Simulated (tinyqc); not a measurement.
From results back to parameters: overlap of hydrogenic dopants: pairs, impurity band and the Mott density. Four cases, with inputs chosen for the exercise.

Problem. Ry* = Ry m/eps^2, aB = a0 eps/m, and the Mott density is (0.26/aB)^3 (1/angstrom^3 = 1e24/cm^3). Binding energy and critical density come from a hidden mass and dielectric constant.

Constants: Ry = 13.60569312 eV; a0 (Bohr radius) = 0.5291772105 angstrom.

Case 1.

binding energy = 6.16508 meV
critical density = 4.519919e+16 1/cm^3

Case 2.

binding energy = 60.01023 meV
critical density = 9.288503e+18 1/cm^3

Case 3.

binding energy = 6.36799 meV
critical density = 4.441436e+16 1/cm^3

Case 4.

binding energy = 5.45561 meV
critical density = 1.839923e+16 1/cm^3

Find: aB; eps; m.

Solution. aB = 0.26/n^(1/3); the product Ry* aB = Ry a0/eps gives eps, and m = a0 eps/aB.

Case 1.

aB = 72.99 angstrom
eps = 16.00
m = 0.116 m0

Case 2.

aB = 12.37 angstrom
eps = 9.70
m = 0.415 m0

Case 3.

aB = 73.42 angstrom
eps = 15.40
m = 0.111 m0

Case 4.

aB = 98.49 angstrom
eps = 13.40
m = 0.072 m0

Computed by tinyqc, one run a case: `OMP_NUM_THREADS=1 python tinyqc.py N N+1 out.jsonl` with N = 1452062, 1452082, 1452111, 1452116; one thread of a shared Intel(R) Xeon(R) Processor @ 2.30GHz, about 0.01 s a run at most.
